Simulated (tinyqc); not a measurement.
On-chip interconnect, size-dependent resistivity and RC delay: one step of the calculation.

A rectangular line between two neighbours and two ground planes. Surface and grain-boundary scattering are added to the bulk resistivity as corrections; capacitances are parallel-plate values without fringing; inductance is ignored.

Task. Resistivity, resistance and capacitance per length. Metal width x = wd - 2 tl, height y = AR wd - tl; grain boundaries (Mayadas-Shatzkes): al = (lam/(gr x)) Rg/(1 - Rg), g = 1/[1 - 3 al/2 + 3 al^2 - 3 al^3 ln(1 + 1/al)] - 1; surfaces (Fuchs-Sondheimer, thick limit): s = (3/8) lam (1 - ps)(1/x + 1/y); rho = rho0 (1 + g + s); r = rho/(x y); c = eps0 ek (2 wd/hd + 2 Mf AR wd/sp).

Inputs (values chosen for the exercise); metal values close to those of copper:
- rho0 = 1.67 uohm cm (bulk resistivity)
- lam = 39.9 nm (bulk mean free path)
- ps = 0 (specular share of surface scattering)
- Rg = 0.32 (reflection coefficient of grain boundaries)
- gr = 2 (grain size over the metal width)
- wd = 35 nm (drawn line width)
- AR = 2.1 (aspect ratio, height over width)
- tl = 2.4 nm (liner on both walls and the bottom, not conducting)
- sp = 35 nm (space to the neighbouring lines)
- hd = 72 nm (dielectric height to the planes above and below)
- ek = 2.2 (relative permittivity of the dielectric)
- Mf = 0 (Miller factor of the neighbours)

Constants: eps0 = 8.8541878128e-12 F/m. Results are converted to the units shown.

Find: x; y; al; g; s; rho; r; c.

Result.

x = 30.20 nm
y = 71.10 nm
al = 0.3109
g = 0.4411
s = 0.7059
rho = 3.585 uohm cm
r = 16.70 ohm/um
c = 0.01894 fF/um

Range of the model: The metal width is under the mean free path, where the thick-limit surface term and the simple sum of corrections lose accuracy.

Computed by the program tinyqc: `OMP_NUM_THREADS=1 python tinyqc.py 2100110 2100111 out.jsonl`, one thread of a shared Intel Xeon 2.30GHz, about 0.01 s for the whole run.
